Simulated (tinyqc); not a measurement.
## Electron density from the centroid

Question. In the Fang-Howard model the centroid is 3/b with b^3 = 6 (mz1/C) q (Nd + 11 Ns/32)/(eps0 eps_r), C = hbar^2/(2 m0), the field in eV/nm. Find b and Ns.

Values chosen for this exercise; masses and permittivity close to those of silicon (100): relative permittivity eps_r = 11.5; mass along z of valley set A (2 valley(s)) mz1 = 0.932 m0; sheet density of depletion charge Nd = 8.6e11 cm^-2.

Constants: q = 1.602176634e-19 C, hbar = 1.054571817e-34 J s, m0 = 9.1093837015e-31 kg, eps0 = 8.8541878128e-14 F/cm where lengths are in cm, hbar^2/(2 m0) = 0.0380998212 eV nm^2. Results are converted to the units shown.

centroid = 1.6935605 nm

Answer. b = 3/centroid gives Nd + 11 Ns/32, from which the depletion charge is taken off.

b = 1.771 1/nm
Ns = 4.500e12 cm^-2

Numbers from tinyqc (`OMP_NUM_THREADS=1 python tinyqc.py 2160047 2160048 out.jsonl`; about 1 s on one thread of a shared Intel Xeon 2.30GHz).
